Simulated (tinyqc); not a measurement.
Worked calculation: plane-wave Kohn-Sham cycle with exchange-only LDA in a layered model solid. One step of it, computed by the program tinyqc.

Problem. Iteration 2: Hamiltonian at one k. H(m,m') = (k + G_m)^2/2 delta + V(G_m - G_m'), with V(-G) = V(G).

A solid whose potential varies along x alone (atomic units):
```
parameter                      value
period a                   17.100000
cross-section of the cell  35.000000
electrons per cell                 2
grid points                       16
plane waves -n..n, n               3
k points                           2
V1 in V1 cos(2 pi x/a)     -0.520000
V2 in V2 cos(4 pi x/a)     -0.110000
```

V(G_m), m = 0, 1, 2, ... (hartree): -0.145864  -0.243689  -0.050569  -0.001760  -0.001932  -0.000432  0.000338

k = 0.250000 2 pi / a

Give: H.

Solution.

H (hartree):
```
        -3      -2      -1      +0      +1      +2      +3
-3   0.365  -0.244  -0.051  -0.002  -0.002   0.000   0.000
-2  -0.244   0.061  -0.244  -0.051  -0.002  -0.002   0.000
-1  -0.051  -0.244  -0.108  -0.244  -0.051  -0.002  -0.002
+0  -0.002  -0.051  -0.244  -0.142  -0.244  -0.051  -0.002
+1  -0.002  -0.002  -0.051  -0.244  -0.040  -0.244  -0.051
+2   0.000  -0.002  -0.002  -0.051  -0.244   0.196  -0.244
+3   0.000   0.000  -0.002  -0.002  -0.051  -0.244   0.567
```
